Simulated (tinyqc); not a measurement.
# Changing the lattice temperature T

Model: two-valley model of the transferred-electron effect. Computed by tinyqc, a small Python program. Command: `OMP_NUM_THREADS=1 python tinyqc.py 3013988 3013989 out.jsonl gunn sweep`. One thread of a shared host (Intel(R) Xeon(R) Processor @ 2.30GHz), about 0.03 s of CPU time with the checks.

Both kinds of valley share one electron temperature T_e, and each has a constant mobility.

Inputs (values chosen for the exercise, modelled on CdTe): central-valley mass m1 = 0.096 m_0; satellite-valley mass m2 = 0.28 m_0; satellite valleys Z = 4; valley separation dE = 0.49 eV; central-valley mobility mu1 = 1100 cm^2/(V s); satellite-valley mobility mu2 = 69 cm^2/(V s); energy relaxation time tau_E = 0.83 ps.

Solver: damped fixed point.

Constants: k_B = 8.617333262e-05 eV/K.

Method. Density-of-states ratio R = Z (m2/m1)^(3/2); n2/n1 = R exp(-dE/(k_B T_e)); mean mobility mu = (mu1 + mu2 n2/n1)/(1 + n2/n1); energy balance e mu F^2 = (3/2) k_B (T_e - T)/tau_E; v = mu F. Using T_e as the parameter, F(T_e) = sqrt(3 k_B (T_e - T)/(2 e mu tau_E)) and v = mu F; find the first maximum and the next minimum of v, and the most negative dv/dF between them.

One run for each value; columns: (1) lattice temperature T (K); (2) peak velocity (1e7 cm/s); (3) threshold field (kV/cm); (4) peak-to-valley ratio; (5) most negative differential mobility (cm^2/(V s)):
```
(1)    (2)    (3)    (4)     (5)
77   1.315  16.67  1.080  -68.67
110  1.300  16.73  1.073  -63.59
140  1.286  16.81  1.067  -58.98
200  1.258  17.01  1.054  -49.84
270  1.226  17.37  1.040  -39.33
370  1.182  18.21  1.022  -24.69
510  1.126  20.99  1.002   -5.28
```

Describe and explain the trends.

Over the rows, peak velocity (1e7 cm/s) falls from 1.31 to 1.13 (exponent d ln y / d ln x -0.033 between the first rows and -0.15 between the last); threshold field (kV/cm) rises from 16.7 to 21.0 (exponent d ln y / d ln x 0.011 between the first rows and 0.44 between the last); peak-to-valley ratio falls from 1.08 to 1.00 (exponent d ln y / d ln x -0.019 between the first rows and -0.059 between the last). The mobilities are held fixed, so T acts only through T_e - T in the energy balance: a hotter lattice reaches the transfer temperature with less power, and v^2 = (3/2) mu k_B (T_e - T)/(e tau_E) is lower there. Left out: 700 (no negative differential mobility).

Extremes, crossings and ranges named in words are read from the listed rows.
